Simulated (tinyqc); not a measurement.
One anharmonic mode: perturbation theory, self-consistent phonons and exact levels: one step, computed by the program tinyqc.

V(x) = k x^2/2 + b x^4 for one coordinate x of mass M. A constant K > 0 gives hbar Omega = sqrt((hbar^2/u) K/M) with K in eV/angstrom^2 and M in u.

Problem. Shape of the double well. Minima at x_0 = sqrt(-k/(4 b)), depth k^2/(16 b), curvature -2k there.

Inputs (values chosen for the exercise, for a model mode): mode mass M = 46.1 u; harmonic constant k = -2.14 eV/angstrom^2; quartic constant b = 178 eV/angstrom^4.

Shape: double well.

Constants: hbar^2/u = 4.18015928e-03 eV angstrom^2.

Give: x_0; well depth; harmonic quantum in a well; depth / zero-point energy of a well.

Solution.

x_0 = 0.05482 angstrom

well depth = 1.608 meV

harmonic quantum in a well = 19.70 meV

depth / zero-point energy of a well = 0.1632

The zero-point energy exceeds the depth, so the ground state spreads over the barrier.
